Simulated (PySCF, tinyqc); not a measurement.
Inside a calculation. Method: coupled-perturbed Hartree-Fock on RHF in the sto-6g basis, for BeH+, spin multiplicity 1. The lowest restricted solution is unstable here: a spin-polarised one lies 0.0199 hartree lower (PySCF). One step of it, computed by the program tinyqc.

Question. Coupled step 1. U_ai = -(mu_ai + sum_bj [4 (ai|bj) - (ab|ij) - (aj|bi)] U_bj) / (e_a - e_i); alpha = -4 sum U_ai mu_ai.

uncoupled U:
```
           i1        i2
a3   0.017593  3.778210
a4   0.000000  0.000000
a5   0.000000  0.000000
a6  -0.022170  1.201187
```

dipole integrals <a|z|i> (bohr):
```
           i1         i2
a3  -0.084396  -1.410552
a4   0.000000   0.000000
a5   0.000000   0.000000
a6   0.112949  -0.805904
```

orbital energies (hartree): MO1 -5.047727, MO2 -0.623954, MO3 -0.250615, MO4 -0.120359, MO5 -0.120359, MO6 0.046969

Two-electron integrals over orbitals (pq|rs), unique and non-zero (hartree):
```
(11|11) 2.284685    (21|11) -0.178934   (21|21) 0.023564    (22|11) 0.448949
(22|21) -0.002217   (22|22) 0.434816    (31|11) -0.174541   (31|21) 0.019663
(31|22) -0.012773   (31|31) 0.026661    (32|11) 0.096540    (32|21) -0.006065
(32|22) -0.062082   (32|31) 0.000867    (32|32) 0.076192    (33|11) 0.510072
(33|21) -0.010146   (33|22) 0.331973    (33|31) 0.001354    (33|32) 0.027046
(33|33) 0.410178    (41|41) 0.015873    (42|41) 0.014404    (42|42) 0.046941
(43|41) 0.013613    (43|42) 0.036111    (43|43) 0.046785    (44|11) 0.570111
(44|21) -0.005827   (44|22) 0.343557    (44|31) -0.005691   (44|32) 0.050304
(44|33) 0.372625    (44|44) 0.450117    (51|51) 0.015873    (52|51) 0.014404
(52|52) 0.046941    (53|51) 0.013613    (53|52) 0.036111    (53|53) 0.046785
(54|54) 0.024258    (55|11) 0.570111    (55|21) -0.005827   (55|22) 0.343557
(55|31) -0.005691   (55|32) 0.050304    (55|33) 0.372625    (55|44) 0.401601
(55|55) 0.450117    (61|11) -0.075413   (61|21) 0.013104    (61|22) 0.008072
(61|31) 0.001857    (61|32) -0.008109   (61|33) -0.013755   (61|44) -0.001853
(61|55) -0.001853   (61|61) 0.015345    (62|11) 0.134891    (62|21) -0.001010
(62|22) -0.010020   (62|31) -0.008775   (62|32) 0.059397    (62|33) -0.002591
(62|44) 0.070726    (62|55) 0.070726    (62|61) 0.006372    (62|62) 0.113882
(63|11) -0.084838   (63|21) 0.003064    (63|22) 0.056933    (63|31) -0.005114
(63|32) -0.073347   (63|33) -0.042432   (63|44) -0.044010   (63|55) -0.044010
(63|61) 0.008185    (63|62) -0.062732   (63|63) 0.090087    (64|41) 0.006188
(64|42) 0.023240    (64|43) 0.005390    (64|64) 0.021385    (65|51) 0.006188
(65|52) 0.023240    (65|53) 0.005390    (65|65) 0.021385    (66|11) 0.479777
(66|21) -0.002265   (66|22) 0.440848    (66|31) -0.011193   (66|32) -0.064070
(66|33) 0.361488    (66|44) 0.348883    (66|55) 0.348883    (66|61) 0.006841
(66|62) -0.029180   (66|63) 0.055861    (66|66) 0.472679
```

Give: U after step 1; polarisability.

Answer.

U after step 1:
```
         i1      i2
a3   0.0171  4.4323
a4   0.0000  0.0000
a5   0.0000  0.0000
a6  -0.0096  0.6974
```

polarisability = 27.2661 bohr^3
